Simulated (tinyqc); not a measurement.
From results back to parameters: localisation in a chain with random site energies (transfer matrices). Four cases, with inputs chosen for the exercise.

Problem. In the localised range mean ln T = c - 2N/xi, xi being the localisation length in sites, and site energies spread evenly over a width W give xi = 24 (4t^2 - E^2)/W^2 for weak disorder. The two means come from a hidden xi.

Find: xi; W.

Method. The slope gives xi = 2 (N2 - N1)/(difference of the means), and W = sqrt(24 (4t^2 - E^2)/xi).

Case 1.

Values chosen: t = 1.66 eV (hopping); E = -1.73 eV (energy); N1 = 46 (first length); N2 = 169 (second length).

mean ln T: N1 -3.83145, N2 -13.22076

Solution.

xi = 26.2 sites
W = 2.71 eV

Case 2.

Values chosen: t = 1.9 eV (hopping); E = -0.71 eV (energy); N1 = 77 (first length); N2 = 225 (second length).

mean ln T: N1 -11.51741, N2 -33.44333

Solution.

xi = 13.5 sites
W = 4.98 eV

Case 3.

Values chosen: t = 0.69 eV (hopping); E = -0.63 eV (energy); N1 = 69 (first length); N2 = 173 (second length).

mean ln T: N1 -6.79860, N2 -16.51822

Solution.

xi = 21.4 sites
W = 1.30 eV

Case 4.

Values chosen: t = 0.5 eV (hopping); E = -0.25 eV (energy); N1 = 52 (first length); N2 = 147 (second length).

mean ln T: N1 -3.21692, N2 -8.83822

Solution.

xi = 33.8 sites
W = 0.82 eV

Computed by tinyqc, one run a case: `OMP_NUM_THREADS=1 python tinyqc.py N N+1 out.jsonl` with N = 1482159, 1482227, 1482303, 1482305; one thread of a shared Intel(R) Xeon(R) Processor @ 2.30GHz, about 0.09 s a run at most.
